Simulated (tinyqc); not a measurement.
From results back to parameters: two-band massive Dirac model of the K valleys. Two cases, with inputs chosen for the exercise.

Problem. In the valley model H = [[D/2, a t (kx - i ky)], [a t (kx + i ky), -D/2 + lam sz]], sz = +/-1, a t is hbar v. The gaps of the two spins, A and B, are G = D - lam and D + lam, the band-edge mass of A is c (D - lam)/(a t)^2, c = hbar^2/2m0, and its Berry curvature at the edge is 2 (a t)^2/G^2 in size. The values below come from hidden D, lam and t.

Constants: hbar^2/2m0 = 3.80998211 eV angstrom^2.

Case 1.

Values chosen (out of a larger set: near those used for monolayer WSe2; not measured data): a = 3.302 angstrom (lattice constant).

gaps (eV): A 1.3880, B 1.8720

mass of A = 0.379841 m0

Case 2.

Values chosen (out of a larger set: near those used for monolayer WSe2; not measured data): a = 3.316 angstrom (lattice constant).

gaps (eV): A 1.2890, B 1.7510

mass of A = 0.276910 m0

Find: D, lam, t; |Omega| at the A edge.

Solution. The mean of the gaps is D and half their difference lam; a t = sqrt(c G_A/m). The curvature 2 (a t)^2/G^2 equals 2c/(m G).

Case 1.

D, lam, t (eV): 1.630  0.242  1.130

|Omega| at the A edge = 14.453 angstrom^2

Case 2.

D, lam, t (eV): 1.520  0.231  1.270

|Omega| at the A edge = 21.348 angstrom^2

Computed by tinyqc, one run a case: `OMP_NUM_THREADS=1 python tinyqc.py N N+1 out.jsonl` with N = 1452772, 1452804; one thread of a shared Intel(R) Xeon(R) Processor @ 2.30GHz, about 0.01 s a run at most.
